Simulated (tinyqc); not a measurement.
## Layer from its matrix

Inverse problem. For (psi, psi'/m) a flat barrier below its edge has M = [[cosh Kd, (m/K) sinh Kd], [(K/m) sinh Kd, cosh Kd]], K = sqrt(m (U - E)/C), C = hbar^2/(2 m0). Its width is d = 2.3 nm. Find K, m and U.

Values chosen for this exercise:
- E = 0.04 eV (electron energy)

Constants: q = 1.602176634e-19 C, hbar = 1.054571817e-34 J s, m0 = 9.1093837015e-31 kg, hbar^2/(2 m0) = 0.0380998212 eV nm^2. Results are converted to the units shown.

M of the layer (M12 in nm, M21 in 1/nm):

|  | 1 | 2 |
|---|---|---|
| 1 | 2.2543718 | 0.25590359 |
| 2 | 15.952070 | 2.2543718 |

Answer. K = arcosh(M11)/d, m/K = sqrt(M12/M21), and U = E + C K^2/m.

K = 0.6316 1/nm
m = 0.08000 m0
U = 0.2300 eV

Program tinyqc, `OMP_NUM_THREADS=1 python tinyqc.py 2560031 2560032 out.jsonl`; Intel Xeon 2.30GHz, shared host, one thread, about 0.06 s.
